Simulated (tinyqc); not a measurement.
Scale length and length offset from two DIBL values.

Question. DIBL = exp(-Le/(2 l)) + 2 exp(-Le/l) with Le = L - dL. Find l, dL and the drawn length for a DIBL of 100 mV/V.

DIBL at drawn lengths 74 and 110 nm (mV/V): [137.88218, 39.209201]

Answer. With e = exp(-Le/(2 l)), 2 e^2 + e = DIBL gives e and so Le/l at each length; Le/l is a straight line in L with slope 1/l.

l = 16.0 nm
dL = 4.10 nm
length for 100 mV/V = 82.8 nm

Program tinyqc, `OMP_NUM_THREADS=1 python tinyqc.py 2002022 2002023 out.jsonl`; Intel Xeon 2.30GHz, shared host, one thread, about 0.01 s.
